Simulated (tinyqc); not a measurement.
Undoped gate-all-around wire MOSFET, analytic charge model: effect of the insulator thickness.

An undoped round wire of radius R under an insulator shell and a surrounding gate; long channel, electrons only, n = ni exp((psi - V)/Vt) with V the quasi-Fermi potential (0 at the source, Vd at the drain), constant mobility, no quantisation. The radial Poisson equation gives n(r) = n(0)/(1 - (1 - b) r^2/R^2)^2 with b = Q0/(Q + Q0). Q is the electron charge per area of the wire surface.

ni = sqrt(Nc Nv) exp(-Eg/(2 Vt)), Eg in volts; Cox = eps0 eox/(R ln(1 + tox/R)); Q0 = 4 eps0 eps_r Vt/R; V0 = dphi + Vt ln[8 eps0 eps_r Vt/(q ni R^2)]. Q solves Vg - V0 - V = Q/Cox + Vt ln(Q/Q0) + Vt ln(1 + Q/Q0). I = mu (2 pi R/L)[2 Vt (Qs - Qd) + (Qs^2 - Qd^2)/(2 Cox) + Vt Q0 ln((Qd + Q0)/(Qs + Q0))], with Qs at V = 0 and Qd at V = Vd.  I(low) is taken at Vg = 0.19 V, Qs and I(high) at Vg = 0.94 V.

Parameters, values chosen for the exercise; material values those of a made-up semiconductor:
```
symbol    value        unit                                             meaning
T           300           K                                         temperature
Eg        0.924          eV                                            band gap
eps_r      10.7                      relative permittivity of the semiconductor
Nc         3e19       cm^-3              conduction-band density of states at T
Nv      3.34e19       cm^-3                 valence-band density of states at T
eox        3.88                     relative permittivity of the gate insulator
R            20          nm                                         wire radius
dphi        0.1           V  gate work function less that of the intrinsic body
mu          740  cm^2/(V s)                                    channel mobility
L             1          um                                         gate length
Vd          0.3           V                                       drain voltage
```

Constants: q = 1.602176634e-19 C, kB = 1.380649e-23 J/K, Vt = kB T/q, eps0 = 8.8541878128e-14 F/cm where lengths are in cm. Results are converted to the units shown.

The same in every row: V0 (V) = 0.4420.

Result of one run:

| I(low) (nA) | Qs(high) (nC/cm^2) | I(high) (uA) |
|---|---|---|
| 0.006866 | 541.7 | 9.934 |

Which insulator thickness tox gave this result: 0.4, 0.58, 0.83 or 2.5 nm?

tox = 2.5 nm.

The whole series:

| tox (nm) | I(low) (nA) | Qs(high) (nC/cm^2) | I(high) (uA) |
|---|---|---|---|
| 0.4 | 0.006867 | 2544 | 42.09 |
| 0.58 | 0.006866 | 1858 | 31.53 |
| 0.83 | 0.006866 | 1372 | 23.79 |
| 1.2 | 0.006866 | 1004 | 17.77 |
| 1.7 | 0.006866 | 748.2 | 13.48 |
| 2.5 | 0.006866 | 541.7 | 9.934 |
| 3.6 | 0.006866 | 400.9 | 7.461 |

As tox goes from 0.4 to 3.6 nm, I(low) stays near 0.00687 nA and I(high) falls from 42.1 to 7.46 uA. On average I(low) is independent of tox and I(high) goes as tox^(-0.79). Below threshold no voltage drops over the insulator in this long-channel model, so its thickness does not matter there. In every row the surface density at the source at the higher gate voltage passes 0.3 Nc, where Boltzmann statistics fail.

tinyqc, about 0.02 s, one thread, Intel Xeon 2.30GHz (shared host): `OMP_NUM_THREADS=1 python tinyqc.py 2460069 2460070 out.jsonl`
